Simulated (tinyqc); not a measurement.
Gas flow in a process chamber: flow regimes, conductance, effective pumping speed, pump-down, outgassing and purge. Changing the pump speed S. Computed by tinyqc, a small Python program. Command: `OMP_NUM_THREADS=1 python tinyqc.py 3120303 3120304 out.jsonl pump sweep`. One thread of a shared host (Intel(R) Xeon(R) Processor @ 2.30GHz), about 0.01 s of CPU time with the checks.

Ideal gas, isothermal flow, a pump of constant speed at the end of a round pipe; process gas, volume gas and outgassing are given the same properties. 1 sccm = 101325 Pa x 1e-6 m^3/60 s x T/273.15 K.

Inputs (values chosen for the exercise, modelled on nitrogen near room temperature): molar mass M = 28.01 g/mol; molecular diameter = 0.37 nm; viscosity eta = 17.8 micropascal s; temperature T = 293 K; chamber volume V = 92 L; wall area = 3.2 m^2; pipe diameter d = 16 cm; pipe length l = 110 cm; process gas flow = 73 sccm; outgassing rate after 1 h = 6.7e-06 Pa m^3/(s m^2); outgassing exponent n = 0.85; target base pressure = 0.0005 Pa.

Constants: k_B = 1.380649e-23 J/K; u = 1.6605390666e-27 kg.

Method:
- Mean speed c = sqrt(8 k_B T/(pi m)); aperture conductance C_a = c pi d^2/16; molecular pipe C_m = C_a/(1 + 3 l/(4 d)) (Dushman form); viscous pipe C_v = pi d^4 p_mean/(128 eta l); Knudsen interpolation C = C_v + C_m (1 + x)/(1 + 1.24 x), x = d p_mean sqrt(m/(k_B T))/eta.
- Effective speed 1/S_eff = 1/S + 1/C_m; time constant V/S_eff; pressure at which the free path k_B T/(sqrt2 pi d_m^2 p) equals d.
- Steady flow: the pump inlet is at p_2 = Q/S, and the chamber pressure p_1 solves Q = C((p_1 + p_2)/2) (p_1 - p_2). Residence time = p_1 V/Q.
- Knudsen number = free path at the mean pressure over d.
- From the outgassing limit: t = 1 h x (q_1 A/(S_eff p_target))^(1/n) - 10 s; monolayer time at the target = 1e19 m^-2 x 4 k_B T/(p c) for unit sticking.

One run for each value:
```
pump speed S (L/s)  S_eff in molecular flow (L/s)  chamber pressure p_1 (Pa)  time to the target (h)
5                                            4.94                     26.454                  12.720
13                                          12.57                     10.187                   4.231
36                                          32.92                      3.713                   1.362
97                                          77.45                      1.453                   0.496
260                                        155.07                      0.674                   0.218
690                                        246.81                      0.424                   0.125
1900                                       319.62                      0.341                   0.091
5000                                       356.83                      0.314                   0.080
```

Over the rows, S_eff in molecular flow (L/s) rises from 4.94 to 357 (exponent d ln y / d ln x 0.98 between the first rows and 0.11 between the last); chamber pressure p_1 (Pa) falls from 26.5 to 0.314 (exponent d ln y / d ln x -1.00 between the first rows and -0.085 between the last); time to the target (h) falls from 12.7 to 0.0799 (exponent d ln y / d ln x -1.2 between the first rows and -0.14 between the last). At the low end the exponent of S_eff in molecular flow is 0.98, close to 1: the pump limits.

Caution (rows 5000): S over the pipe area exceeds 0.3 of the mean molecular speed: the pipe end cannot pass this speed without choking, so p_2 = Q/S and the conductance formulas are only formal.
